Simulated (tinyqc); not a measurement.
# Single-junction solar cell, detailed-balance limit: several studies

Every photon above the gap Eg makes one pair and none below is absorbed; carriers thermalise at T and move without loss. Jsc = q fs X Phi(Eg, Ts); the dark current is J0 = q ge Phi(Eg, T)/ERE with the Boltzmann factor exp(V/Vt). The efficiency is the electrical power over fs X sigma Ts^4.

Inputs (values chosen for the exercise): cell temperature T = 298 K; temperature of the black-body sun Ts = 6000 K; share of the hemisphere filled by the sun fs = 2.16e-5; concentration X = 500; external radiative efficiency ERE = 0.01; number of faces that emit ge = 2; band gap Eg = 0.8 eV.

Constants: q = 1.602176634e-19 C, kB = 1.380649e-23 J/K, h = 6.62607015e-34 J s, c = 299792458 m/s, Vt = kB T/q. Results are converted to the units shown.

Each table varies one quantity; the others keep the values above.

## Effect of the temperature of the black-body sun

Photon flux above E from a black body at temperature T into a hemisphere: Phi(E, T) = A sum_k exp(-k E/th)[E^2 th/k + 2 E th^2/k^2 + 2 th^3/k^3], k = 1, 2, ..., with th = kB T/q in eV and A = 2 pi q^3/(h^3 c^2). J(V) = Jsc - J0 (exp(V/Vt) - 1); Voc = Vt ln(1 + Jsc/J0); at maximum power v = Vmp/Vt solves (1 + v) exp(v) = 1 + Jsc/J0. Pin = fs X sigma Ts^4, sigma = 2 pi^5 kB^4/(15 h^3 c^2). FF = Vmp Jmp/(Voc Jsc).

Result of one run:
```
Ts (K)  Jsc (mA/cm^2)  Voc (V)  Eg/q - Voc (V)      FF  efficiency (%)
7200          7.653e4   0.6309          0.1691  0.8345           24.48
```

What becomes of these results when the temperature of the black-body sun Ts is changed from 7200 to 7900 K, all else the same?

Result of the changed run:
```
Ts (K)  Jsc (mA/cm^2)  Voc (V)  Eg/q - Voc (V)      FF  efficiency (%)
7900          1.049e5   0.6390          0.1610  0.8360           23.50
```

The whole series:
```
Ts (K)  Jsc (mA/cm^2)  Voc (V)  Eg/q - Voc (V)      FF  efficiency (%)
3000             2419   0.5422          0.2578  0.8152           21.55
3700             6182   0.5663          0.2337  0.8209           25.04
4400          1.258e4   0.5845          0.2155  0.8250           26.43
5100          2.224e4   0.5991          0.2009  0.8281           26.63
5800          3.573e4   0.6113          0.1887  0.8306           26.18
6500          5.364e4   0.6217          0.1783  0.8327           25.40
7200          7.653e4   0.6309          0.1691  0.8345           24.48
7900          1.049e5   0.6390          0.1610  0.8360           23.50
```

As Ts goes from 3000 to 7900 K, Jsc rises from 2420 to 1.05e5 mA/cm^2, Voc rises from 0.542 to 0.639 V and the efficiency goes from 21.6 through a maximum of 26.6 (at Ts = 5100 K among the rows listed) to 23.5 %. For Ts = 5100 to 7900 K the current passes 20 A/cm^2, where series resistance and heating, left out here, would dominate.

## Effect of the external radiative efficiency

Same model as above.

FF = Vmp Jmp/(Voc Jsc).

The same in every row: Jsc (mA/cm^2) = 40376.

Effect of the external radiative efficiency:
```
ERE     Voc (V)  Eg/q - Voc (V)       FF  efficiency (%)
1e-6    0.37792         0.42208  0.76220          14.654
1e-5    0.43705         0.36295  0.78484          17.450
0.0001  0.49618         0.30382  0.80319          20.274
0.001   0.55531         0.24469  0.81840          23.120
0.01    0.61444         0.18556  0.83123          25.983
0.1     0.67357         0.12643  0.84222          28.860
```

As ERE goes from 1e-6 to 0.1, Jsc stays at 40400 mA/cm^2, Voc rises from 0.378 to 0.674 V and the efficiency rises from 14.7 to 28.9 %. Each decade of ERE is worth 59.1 mV (Vt ln 10). At ERE = 0.1 Voc lies within 6 Vt of the gap, where the Boltzmann form of the emission begins to fail. In every row the current passes 20 A/cm^2, where series resistance and heating, left out here, would dominate.

## Effect of the concentration

Same model as above.

FF = Vmp Jmp/(Voc Jsc).

Effect of the concentration:
```
X     Jsc (mA/cm^2)  Voc (V)  Eg/q - Voc (V)       FF  efficiency (%)
1            80.752  0.45485         0.34515  0.79075          18.298
3            242.26  0.48307         0.31693  0.79942          19.646
10           807.52  0.51398         0.28602  0.80806          21.129
30           2422.6  0.54220         0.25780  0.81525          22.487
100          8075.2  0.57311         0.22689  0.82249          23.980
300           24226  0.60132         0.19868  0.82856          25.346
1000          80752  0.63224         0.16776  0.83472          26.848
3000       2.4226e5  0.66045         0.13955  0.83992          28.220
```

As X goes from 1 to 3000, Jsc rises from 80.8 to 2.42e5 mA/cm^2, Voc rises from 0.455 to 0.660 V and the efficiency rises from 18.3 to 28.2 %. Voc gains 59.1 mV a decade of concentration (Vt ln 10), while Jsc/Pin stays the same. At X = 3000 Voc lies within 6 Vt of the gap, where the Boltzmann form of the emission begins to fail. For X = 300 to 3000 the current passes 20 A/cm^2, where series resistance and heating, left out here, would dominate.

Numbers from tinyqc (`OMP_NUM_THREADS=1 python tinyqc.py 2820116 2820117 out.jsonl`; about 0.01 s on one thread of a shared Intel Xeon 2.30GHz).
